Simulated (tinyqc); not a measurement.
Inside a calculation. Method: bound state in one dimension: Numerov shooting, finite differences, DVR. Computed by tinyqc, a small Python program that keeps every step. Settings: points = 64. Command: `OMP_NUM_THREADS=1 python tinyqc.py 24827 24828 out.jsonl` (the two numbers bound the seeds that draw the settings). One thread of a shared host (Intel(R) Xeon(R) Processor @ 2.60GHz), about 0.01 s of CPU time with the checks.

## Numerov steps at E = -8.24

One particle of mass 1 in V = -8.41 exp(-x^2/2.33^2) (atomic units), psi = 0 at both ends:
```
parameter                value
left end                    -7
right end                    7
intervals                   64
h                     0.218750
state sought (nodes)         1
```

k_i = 2 m (E - V_i); (1 + h^2 k_(i+1)/12) y_(i+1) = 2 (1 - 5 h^2 k_i/12) y_i - (1 + h^2 k_(i-1)/12) y_(i-1), from y_0 = 0, y_1 = 0.001.

Points along the way:
```
i         x        V         k            y
0   -7.0000  -0.0010  -16.4780       0.0000
1   -6.7812  -0.0018  -16.4765       0.0010
2   -6.5625  -0.0030  -16.4740       0.0028
3   -6.3438  -0.0051  -16.4698       0.0071
4   -6.1250  -0.0084  -16.4632       0.0173
5   -5.9062  -0.0136  -16.4528       0.0421
21  -2.4062  -2.8948  -10.6905   36211.2826
22  -2.1875  -3.4834   -9.5133   74439.9775
23  -1.9688  -4.1184   -8.2432  147293.0832
24  -1.7500  -4.7842   -6.9117  279078.0862
25  -1.5312  -5.4604   -5.5592  503789.9908
26  -1.3125  -6.1233   -4.2333  862432.0416
```

## Bisection on the node count

With more sign changes than the state has nodes (the last point included) the energy is too high, else too low; the bracket starts as -8.24 to -0.05.

Trials:
```
trial          E  sign changes  y at the right end   next
1      -4.145000             3           -1.13e+08  lower
2      -6.192500             1           -6.23e+11  raise
3      -5.168750             2            1.50e+10  lower
4      -5.680625             2            7.27e+10  lower
5      -5.936562             2            8.83e+09  lower
6      -6.064531             1           -1.77e+11  raise
7      -6.000547             1           -6.17e+10  raise
8      -5.968555             1           -2.18e+10  raise
9      -5.952559             1           -5.45e+09  raise
10     -5.944561             2            1.94e+09  lower
11     -5.948560             1           -1.69e+09  raise
12     -5.946560             2            1.41e+08  lower
13     -5.947560             1           -7.70e+08  raise
14     -5.947060             1           -3.14e+08  raise
...          ...           ...                 ...    ...
28     -5.946715             2            2.27e+04  lower
29     -5.946715             2            8.80e+03  lower
30     -5.946715             2            1.87e+03  lower
```

eigenvalue = -5.946715 hartree

## The same grid by other methods

Three-point finite differences and the sine-DVR kinetic matrix of Colbert and Miller on the same points.

Lowest levels (hartree):
```
state  finite differences      DVR
0                 -7.5687  -7.5646
1                 -5.9646  -5.9465
2                 -4.5190  -4.4784
3                 -3.2360  -3.1713
```
